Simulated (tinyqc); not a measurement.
p-n diode, drift-diffusion by the Gummel loop with Scharfetter-Gummel fluxes: two steps of the calculation.

Abrupt junction at x = 0, p side from -Lp, n side to Ln, ohmic contacts. psi is counted from the intrinsic level; n = ni exp((psi - phin)/Vt), p = ni exp((phip - psi)/Vt). Contacts: p side psi = V - Vt ln(Na/ni), p = Na, n = ni^2/Na; n side psi = Vt ln(Nd/ni), n = Nd, p = ni^2/Nd. Constant mobilities, D = mu Vt, Boltzmann statistics, SRH recombination through a mid-gap level, U = (n p - ni^2)/(tp (n + ni) + tn (p + ni)). Current is positive from the p contact to the n contact.

Parameters, values chosen for the exercise; band and dielectric values close to those of indium phosphide:

| symbol | value | unit | meaning |
|---|---|---|---|
| T | 300 | K | temperature |
| Na | 4.5e17 | cm^-3 | acceptor density of the p side |
| Nd | 1.4e17 | cm^-3 | donor density of the n side |
| mun | 1900 | cm^2/(V s) | electron mobility |
| mup | 95 | cm^2/(V s) | hole mobility |
| tn | 8e-7 | s | SRH lifetime of electrons |
| tp | 8e-8 | s | SRH lifetime of holes |
| G | 0 | cm^-3 s^-1 | uniform generation rate |

Constants: q = 1.602176634e-19 C, kB = 1.380649e-23 J/K, Vt = kB T/q. Results are converted to the units shown.

Problem 1. Hole continuity. With psi and the new n held, F_i = (mup Vt/h_i) [p_(i+1) B(-d_i) - p_i B(d_i)], d_i = (psi_(i+1) - psi_i)/Vt, B(d) = d/(exp(d) - 1); solve F_i - F_(i-1) = w_i [(n_i p_i - ni^2)/den_i - G] for the new p, with den = tp (n + ni) + tn (p + ni) taken at the new n and the old p, h_i = x_(i+1) - x_i, w_i = (h_(i-1) + h_i)/2; phip = psi + Vt ln(p/ni).

```
node	x (nm)	psi (V)	new n (cm^-3)	p after Poisson (cm^-3)
0	-2500	-0.11556562	1.9913490e-4	4.5e17
1	-1190	-0.11556562	57384.884	4.5e17
2	-558	-0.11556562	85078.767	4.5000000e17
3	-256	-0.11556562	98315.314	4.4999988e17
4	-111	-0.11555995	1.0469365e5	4.4990130e17
5	-41.4	-0.11449867	1.1219562e5	4.3180579e17
6	-8	-0.06904472	6.5498066e5	7.4421044e16
7	8	0.16589139	5.7947218e9	8.4128436e12
8	30.9	0.41258653	8.0784613e13	6.0345761e8
9	63.6	0.58218688	5.7080674e16	8.5405595e5
10	110	0.60431289	1.3433516e17	3.6289897e5
11	177	0.60535650	1.3986905e17	3.4854094e5
12	273	0.60538042	1.3999852e17	3.4821860e5
13	410	0.60538070	1.4e17	6.4007647e-4
```

ni = 9.4662931e6 cm^-3

Find: new p; phip after round 1.

Solution 1.

```
node	new p (cm^-3)	phip after round 1 (V)
0	4.5000e17	0.52000
1	4.5000e17	0.52000
2	4.5000e17	0.52000
3	4.5000e17	0.52000
4	4.4990e17	0.52000
5	4.3181e17	0.52000
6	7.4421e16	0.52000
7	8.4128e12	0.52000
8	6.0345e8	0.52000
9	8.4879e5	0.51984
10	3.2775e5	0.51737
11	2.4554e5	0.51094
12	1.4422e5	0.49721
13	6.4008e-4	0.00000
```

Problem 2. Recombination and current. U_i as defined. J = Jn at the p contact + Jp at the n contact + q sum w_i U_i - q G sum w_i over the inner nodes, which avoids differences of large majority fluxes: Jn = (q mun Vt/h_0)[n_1 B(d_0) - n_0 B(-d_0)], Jp = (q mup Vt/h_last)[p_(N-1) B(d_last) - p_N B(-d_last)], d_i = (psi_(i+1) - psi_i)/Vt, B(d) = d/(exp(d) - 1), w_i = (h_(i-1) + h_i)/2.

```
node	x (nm)	converged psi (V)	converged n (cm^-3)	converged p (cm^-3)
0	-2500	-0.11556562	1.9913490e-4	4.5e17
1	-1190	-0.11556562	57384.884	4.5e17
2	-558	-0.11556562	85078.767	4.5000000e17
3	-256	-0.11556562	98315.314	4.4999988e17
4	-111	-0.11555995	1.0469365e5	4.4990130e17
5	-41.4	-0.11449867	1.1219562e5	4.3180579e17
6	-8	-0.06904472	6.5498066e5	7.4421044e16
7	8	0.16589139	5.7947218e9	8.4128436e12
8	30.9	0.41258653	8.0784613e13	6.0345302e8
9	63.6	0.58218688	5.7080674e16	8.4878735e5
10	110	0.60431289	1.3433516e17	3.2775237e5
11	177	0.60535650	1.3986905e17	2.4553709e5
12	273	0.60538042	1.3999852e17	1.4421762e5
13	410	0.60538070	1.4e17	6.4007647e-4
```

ni = 9.4662931e6 cm^-3

Find: U; Jn at the p contact; Jp at the n contact; recombination; generation; J.

Solution 2.

U, node 0 to 13 (cm^-3 s^-1): 0  7.1731e10  1.0635e11  1.2289e11  1.3087e11  1.4024e11  8.1873e11  7.2429e15  7.5426e15  1.0610e13  4.0969e12  3.0692e12  1.8027e12  0
Jn at the p contact = 3.4473e-9 A/cm^2
Jp at the n contact = 4.1421e-9 A/cm^2
recombination = 5.6374e-9 A/cm^2
generation = 0 A/cm^2
J = 1.3227e-8 A/cm^2

Program tinyqc, `OMP_NUM_THREADS=1 python tinyqc.py 2240101 2240102 out.jsonl`; Intel Xeon 2.30GHz, shared host, one thread, about 0.1 s.
